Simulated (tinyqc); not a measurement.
Inside a calculation. Method: CIS and TDHF on RHF in the sto-3g basis, for H2, spin multiplicity 1. One step of it, computed by the program tinyqc.

Problem. Iteration 2 (converged): orbitals. Diagonalise F' = X^T F X, C = X C', fill 1 alpha and 1 beta electrons from the bottom; D = 2 C_occ C_occ^T. Each column has its largest component positive (the first on a tie).

converged F (hartree):
```
,1H 1s,2H 1s
1H 1s,-0.231662,-0.458723
2H 1s,-0.458723,-0.231662
```

X:
```
,1H 1s,2H 1s
1H 1s,1.098805,-0.273802
2H 1s,-0.273802,1.098805
```

Give: F' = X^T F X; orbital energies; coefficients C; D after iteration 2.

Solution.

F' = X^T F X (hartree):
```
,1,2
1,-0.0211,-0.4488
2,-0.4488,-0.0211
```

orbital energies (hartree): MO1 -0.4699, MO2 0.4278

coefficients C:
```
,MO1,MO2
1H 1s,0.5834,0.9706
2H 1s,0.5834,-0.9706
```

D after iteration 2:
```
,1H 1s,2H 1s
1H 1s,0.6806,0.6806
2H 1s,0.6806,0.6806
```
